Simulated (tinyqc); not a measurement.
The first four gaps: longitudinal sound in a periodic multilayer: transfer matrices, stop bands and folded phonons. Computed by tinyqc, a small Python program. Command: `OMP_NUM_THREADS=1 python tinyqc.py 3030005 3030006 out.jsonl multilayer walk`. One thread of a shared host (Intel(R) Xeon(R) Processor @ 2.30GHz), about 0.01 s of CPU time with the checks.

Layers 1 and 2 repeat with period d = d_1 + d_2; waves travel normal to the layers, without loss. State vector (u, s): displacement u and stress divided by omega. Impedances Z = rho v are in 1e6 kg/(m^2 s).

Inputs (values chosen for the exercise, modelled on silica (layer 1), molybdenum (layer 2) and gallium arsenide (substrate)): density rho_1 = 2.21 g/cm^3; velocity v_1 = 6020 m/s; thickness d_1 = 8.06 nm; density rho_2 = 10.1 g/cm^3; velocity v_2 = 6190 m/s; thickness d_2 = 7.49 nm; substrate density = 5.33 g/cm^3; substrate velocity = 4640 m/s.

Method:
- Z = rho v; interface reflection r = (Z_2 - Z_1)/(Z_2 + Z_1) (stress amplitude, from 1 into 2); Bragg frequency f_B = 1/[2 (d_1/v_1 + d_2/v_2)]; long-wave velocity v_eff = d/sqrt[(d_1/v_1)^2 + (d_2/v_2)^2 + (Z_1/Z_2 + Z_2/Z_1)(d_1/v_1)(d_2/v_2)].
- A layer maps (u, s) by [[cos p, sin p/Z], [-Z sin p, cos p]], p = 2 pi f d_i/v_i; one period is M = M_2 M_1, and cos(q d) = trace(M)/2.
- Gap m contains m f_B; its edges, where trace(M)/2 = (-1)^m, are found by root search. Weak-contrast estimate of the width: (4 f_B/pi) |r sin(m pi a)|, a = (d_1/v_1)/(d_1/v_1 + d_2/v_2).

Bragg frequency f_B = 196.164 GHz

Z_1 = 13.3042

Z_2 = 62.519

interface reflection r = 0.649073

Stop bands (GHz):
```
m  lower edge  upper edge   width  weak-contrast estimate
1      108.05      283.68  175.62                  161.60
2      379.89      405.60   25.71                   25.64
3      502.46      672.83  170.37                  157.54
4      759.95      810.99   51.04                   50.63
```

What does the comparison show, and why?

With a = 0.525, gap 1 is the widest and gap 2 the narrowest; gap m closes when m a is a whole number. The weak-contrast estimate misses the first width by -8.0 % at |r| = 0.65. Odd gaps open at the edge of the folded zone (q = pi/d), even ones at its centre.
